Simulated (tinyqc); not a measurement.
Static screening by free carriers, step by step. Values are carried at full precision from step to step, so a last printed digit may differ when a step is redone from the rounded ones.

kF = (3 pi^2 n/Mv)^(1/3), EF = c kF^2/m with c = hbar^2/2m0, n in 1/angstrom^3 (1e-24 per 1/cm^3), e2 = e^2/(4 pi eps0). Thomas-Fermi: qTF^2 = 6 pi e2 n/(eps EF). Debye: qD^2 = 4 pi e2 n/(eps kB T).

Constants: hbar^2/2m0 = 3.80998211 eV angstrom^2; e^2/(4 pi eps0) = 14.39964547 eV angstrom; kB = 8.617333262e-05 eV/K; a0 (Bohr radius) = 0.5291772105 angstrom; hbar = 6.58211957e-16 eV s.

Inputs chosen for the exercise (near those of Ge; shifted at random, so the results belong to these values and not to a real crystal): n = 2.1e+19 1/cm^3 (carrier density); m = 0.221 m0 (mass of one isotropic valley); Mv = 4 (valleys); eps = 15.8 (background dielectric constant); T = 300 K; q = 0.169 1/angstrom (wave vector); aD = 58.3 angstrom (trial radius); NI = 2.1e+19 1/cm^3 (ionised impurities).

## Fermi and screening wave vectors

Also the effective Bohr radius aB = a0 eps/m and rs = (3/(4 pi n))^(1/3)/aB.

kF = 0.053768 1/angstrom
EF at 0 K = 49.84 meV
EF/kT = 1.93
qTF = 0.085078 1/angstrom
qD = 0.096453 1/angstrom
aB = 37.83 angstrom
rs = 0.594

The gas is partly degenerate; neither limit is exact, and the true screening wave vector lies below both.

## Screening at finite temperature

F_j(eta) = (1/Gamma(j + 1)) integral_0^infinity x^j dx/(1 + exp(x - eta)), which tends to exp(eta) for eta << 0.

At finite T: qs^2 = qD^2 F_-1/2(eta)/F_1/2(eta), where n = Mv N F_1/2(eta) and N = 2 (m kB T/(4 pi c))^(3/2) with c = hbar^2/2m0, in 1/angstrom^3; times 1e24 for 1/cm^3.

Solve for eta and form qs.

n/(Mv N) = 2.014
eta = 1.393
qs = 0.07452 1/angstrom
screening length 1/qs = 13.42 angstrom

qs is 0.773 of the Debye value and 0.876 of the Thomas-Fermi value.

## Lindhard function at one q

Lindhard at zero temperature: eps(q)/eps = 1 + (qTF/q)^2 L(x), x = q/(2 kF), L(x) = 1/2 + ((1 - x^2)/(4x)) ln|(1 + x)/(1 - x)|.

Compare with Thomas-Fermi, 1 + (qTF/q)^2.

x = 1.5716
L(x) = 0.1484
eps(q)/eps, Lindhard = 1.038
eps(q)/eps, Thomas-Fermi = 1.253

The carriers respond with 15 % of their long-wave strength at this q, beyond 2 kF, where no pair of states on the Fermi surface is joined by q. The zero-temperature form is an exercise here: at the temperature of this gas EF is only 1.9 kT.

## A donor in the screened potential

Donor in the screened potential -(e2/eps) exp(-qs r)/r with the trial function exp(-r/a): E(a) = c/(m a^2) - (e2/eps) 4/(a (2 + qs a)^2), e2 = e^2/(4 pi eps0), c = hbar^2/2m0; isotropic mass.

Evaluate both terms at a = aD.

kinetic term = 5.072 meV
potential term = -1.553 meV
E(aD) = 3.519 meV
unscreened level -m Ry/eps^2 (Ry = 13.60569312 eV) = -12.045 meV

This trial radius gives no binding, nor does any radius up to 3 aB.

## Ionised-impurity scattering at E = 3 kT

Brooks-Herring rate for an electron of energy E: 1/tau = NI (pi e2^2/(eps^2 hbar)) (sqrt(c/m)/E^(3/2)) Phi(b), with Phi = ln(1 + b) - b/(1 + b), b = (2k/qs)^2, k^2 = m E/c, NI in 1/angstrom^3.

e2 = e^2/(4 pi eps0), c = hbar^2/2m0; mobility estimate mu = tau/(m m0/e) with m0/e = 5.685630e-12 kg/C, times 1e4 for cm^2/(V s).

b = 3.240
Phi = 0.6805
1/tau = 1.09e+13 1/s
mu at this energy = 731 cm^2/(V s)

b is not large: the electron wavelength is comparable with the screening length, outside the regime that the Brooks-Herring formula is meant for.

## Checks

- Scattering rate against the golden-rule integral over angles (1/s): both 1.089e+13.
- L(x) at x = 0.7 against the integral over the Fermi sphere: both 0.81595.

tinyqc: `OMP_NUM_THREADS=1 python tinyqc.py 1680793 1680794 out.jsonl`; about 0.01 s, one thread, shared Intel(R) Xeon(R) Processor @ 2.30GHz.
